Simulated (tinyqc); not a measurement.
Admittance spectroscopy and thermally stimulated current of one trap level in a depletion layer. Changing the capture cross section sigma. Computed by tinyqc, a small Python program. Command: `OMP_NUM_THREADS=1 python tinyqc.py 3113939 3113940 out.jsonl admit sweep`. One thread of a shared host (Intel(R) Xeon(R) Processor @ 2.30GHz), about 0.01 s of CPU time with the checks.

A Schottky junction on n-type material holds one donor-like electron trap; shallow donors are fully ionised and abrupt depletion edges are assumed.

Inputs (values chosen for the exercise, modelled on n-type germanium):
```
quantity                         value    unit
density-of-states mass m         0.564     m_0
shallow doping N               2.4e+16  1/cm^3
trap depth E_t below the band    0.151      eV
test frequency f                   200      Hz
heating rate beta                  1.1     K/s
```

Constants: k_B = 1.380649e-23 J/K; m_0 = 9.1093837015e-31 kg; h = 6.62607015e-34 J s; k_B = 8.617333262e-05 eV/K.

Method:
- N_c = 2 (2 pi m k_B T/h^2)^(3/2), v_th = sqrt(3 k_B T/m), emission rate e_n = sigma v_th N_c exp(-E_t/(k_B T)).
- Where the level crosses the Fermi level capture equals emission, so the trap follows the signal with the rate 2 e_n; G/omega peaks at omega = 2 e_n (the correction for large N_t/N is left out).
- Solve 2 e_n(T_p) = 2 pi f.
- Thermally stimulated current without retrapping: filled share n(T) = exp(-(1/beta) int e_n dT), current proportional to e_n n; the peak obeys beta (E_t/(k_B T^2) + 2/T) = e_n(T). The integral starts at 0.5 T_m and uses 4000 trapezoid steps to 1.2 T_m.
- Chen's first-order estimate from the full width W = T_2 - T_1 between the half-height points: E = 2.52 k_B T_m^2/W - 2 k_B T_m.

One run for each value:
```
capture cross section sigma (cm^2)  peak temperature T_p (K)  peak temperature T_m (K)  E_t/(k_B T_m)
1.00e-18                                              156.71                    96.644         18.131
1.00e-17                                              133.17                    87.428         20.042
1.00e-16                                              115.47                    79.709         21.983
1.00e-15                                              101.73                    73.164         23.950
1.00e-14                                               90.79                    67.553         25.939
1.00e-13                                               81.90                    62.696         27.949
1.00e-12                                               74.53                    58.457         29.976
```

Describe the trends.

Over the rows, peak temperature T_p (K) falls from 157 to 74.5 (exponent d ln y / d ln x -0.071 between the first rows and -0.041 between the last); peak temperature T_m (K) falls from 96.6 to 58.5 (exponent d ln y / d ln x -0.044 between the first rows and -0.030 between the last); E_t/(k_B T_m) rises from 18.1 to 30.0 (exponent d ln y / d ln x 0.044 between the first rows and 0.030 between the last).

Caution (rows 1.00e-13, 1.00e-12): at so low a temperature shallow donors may freeze out, which gives a step of its own.

Extremes, crossings and ranges named in words are read from the listed rows.
